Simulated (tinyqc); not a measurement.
From results back to parameters: special k points of the fcc lattice. Three cases, with inputs chosen for the exercise.

Problem. E(k) = -sqrt(D^2 + (e0 - t A_1(k))^2) with A_1 = 12 at Gamma and A_1 = 0 at b1/2; t > 0 and D > 0 are hidden.

Find: t; D.

Method. The difference of the squares is 144 t^2 - 24 e0 t; it is positive, so the quadratic has one positive root t; D^2 follows from either energy.

Case 1.

Values chosen: e0 = 1.72 eV (offset).
E at Gamma = -3.629270 eV
E at b1/2 = -2.714480 eV

Solution.

t = 0.390 eV
D = 2.100 eV

Case 2.

Values chosen: e0 = 0.87 eV (offset).
E at Gamma = -2.664001 eV
E at b1/2 = -1.821236 eV

Solution.

t = 0.250 eV
D = 1.600 eV

Case 3.

Values chosen (out of a larger set: the lattice of Si, GaAs, Cu and Al; not measured data): e0 = 1.78 eV (offset).

E at Gamma = -4.370595 eV
E at b1/2 = -2.714940 eV

Solution.

t = 0.470 eV
D = 2.050 eV

Computed by tinyqc, one run a case: `OMP_NUM_THREADS=1 python tinyqc.py N N+1 out.jsonl` with N = 1650187, 1650261, 1650628; one thread of a shared Intel(R) Xeon(R) Processor @ 2.30GHz, about 0.2 s a run at most.
